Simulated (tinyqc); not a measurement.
IGBT as a p-i-n diode in series with a MOS channel, on-state and switching loss: two steps of the calculation.

High injection (n = p) in a drift layer from x = -W/2 (anode) to +W/2 (cathode side), recombination only in the layer with lifetime tau, ideal emitters. The channel feeds the cathode side and carries the whole current. Auger recombination, carrier-carrier scattering, emitter losses and the carrier dip under the p body are left out.

Inputs (values chosen for the exercise); material values close to those of silicon: temperature T = 400 K; band gap Eg = 1.13 eV; conduction-band density of states at T Nc = 4.31e19 cm^-3; valence-band density of states at T Nv = 4.02e19 cm^-3; electron mobility mn = 743 cm^2/(V s); width of the drift layer W = 130 um; doping of the drift layer Nd = 5.9e13 cm^-3; high-injection lifetime tau = 0.49 us; current density J = 150 A/cm^2; channel and accumulation resistance Rch = 2.9 mohm cm^2; link voltage Vdc = 800 V; turn-off energy per stored charge and link voltage ks = 0.07; switching frequency f = 1 kHz.

Constants: q = 1.602176634e-19 C, kB = 1.380649e-23 J/K, Vt = kB T/q. Results are converted to the units shown.

Problem 1. On-state voltage. n(x) = (tau J/(2 q La))[cosh(x/La)/sinh y - B sinh(x/La)/cosh y]. Vm = Vt [(8 b/(b + 1)^2)(sinh y/s) arctan(s sinh y) + B ln((1 + B tanh^2 y)/(1 - B tanh^2 y))], s = sqrt(1 - B^2 tanh^2 y); Vj = Vt ln(n(-W/2) n(W/2)/ni^2), ni = sqrt(Nc Nv) exp(-Eg/(2 Vt)), Eg in volts; Vc = J Rch; Von = Vm + Vj + Vc.

b = 2.9137255
B = 0.48897796
La = 25.323790 um
y = 2.5667564

Give: Vm; Vj; Vc; Von.

Solution 1.

Vm = 0.55903 V
Vj = 0.69928 V
Vc = 0.43500 V
Von = 1.6933 V

Vm does not depend on J, since the carrier density grows with it. Junctions, layer and channel take 41, 33 and 26 % of Von.

Problem 2. Stored charge, losses and the unipolar alternative. Stored charge tau J, turn-off energy Eoff = ks tau J Vdc, loss at half duty 0.5 J Von + f Eoff. A unipolar device on the same layer has Vu = J (W/(q mn Nd) + Rch).

Von = 1.6933072 V

Find: stored charge; Eoff; conduction loss; switching loss; Vu.

Solution 2.

stored charge = 73.50 uC/cm^2
Eoff = 4.116 mJ/cm^2
conduction loss = 127.0 W/cm^2
switching loss = 4.116 W/cm^2
Vu = 278.1 V

Both losses would be equal at f = 30.9 kHz.

Numbers from tinyqc (`OMP_NUM_THREADS=1 python tinyqc.py 2590032 2590033 out.jsonl`; about 0.01 s on one thread of a shared Intel Xeon 2.30GHz).
